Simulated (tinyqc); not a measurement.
Inside a calculation. Method: coherent transport through a tight-binding region between two chains. Computed by tinyqc, a small Python program that keeps every step. Settings: temperature = 300, mu = -0.43. Command: `OMP_NUM_THREADS=1 python tinyqc.py 28366 28367 out.jsonl` (the two numbers bound the seeds that draw the settings). One thread of a shared host (Intel(R) Xeon(R) Processor @ 2.60GHz), about 0.09 s of CPU time with the checks.

## Transmission at E = 0.54 eV

H of the central region (eV), lower triangle:
```
           1          2         3
1   0.000000
2  -0.540000   0.580000
3   0.000000  -0.540000  0.000000
```

Leads: semi-infinite chains with site energy 0:
```
parameter                           value
lead hopping t (eV)              2.390000
coupling to the left lead (eV)   0.730000
coupling to the right lead (eV)  1.480000
left contact site                       1
right contact site                      3
```

E = 0.540000 eV

Surface Green function g = (E - i sqrt(4 t^2 - E^2)) / (2 t^2); self-energy tc^2 g on each contact site; G = (E - H - Sigma)^(-1); Gamma = -2 Im Sigma; T = Gamma_L Gamma_R |G_LR|^2; local density of states -Im G_ii / pi.

g = 0.047268-0.415732i 1/eV

G (1/eV), lower triangle:
```
                     1                    2                   3
1   0.489677-0.489788i
2   1.184074+0.266043i  -1.019692-0.739418i
3  -0.401968+0.509495i   0.592246-0.320815i  0.445838-0.533259i
```

local density of states (1/eV): 0.155904  0.235364  0.169742

transmission = 0.339864

## Transmission across the band

The same steps on a grid of energies.

T(E):
```
E (eV)              T
-4.54100000  1.08e-06
-4.08690000  0.000005
-3.63280000  0.000017
-3.17870000  0.000047
-2.72460000  0.000135
-2.27050000  0.000424
-1.81640000  0.001566
-1.36230000  0.007531
-0.90820000  0.056555
-0.45410000  0.664166
0.00000000   0.558497
0.45410000   0.336699
0.90820000   0.641871
1.36230000   0.098422
1.81640000   0.007909
2.27050000   0.001395
2.72460000   0.000348
3.17870000   0.000104
3.63280000   0.000033
4.08690000   0.000010
4.54100000   1.83e-06
```

levels of the isolated region (eV): -0.526884  0.000000  1.106884

## Current

I = (2e/h) int T(E) [f(E - mu - V/2) - f(E - mu + V/2)] dE at 300 K with mu = -0.43 eV, the bias not changing H; 2e^2/h = 77.48092 microsiemens; the integral runs over the band on 4001 points.

Current:
```
V (volt)  I (microampere)
0.010000         0.554302
0.050000         2.767884
0.100000         5.513241
0.200000        10.850508
0.400000        20.434936
0.800000        34.162224
```
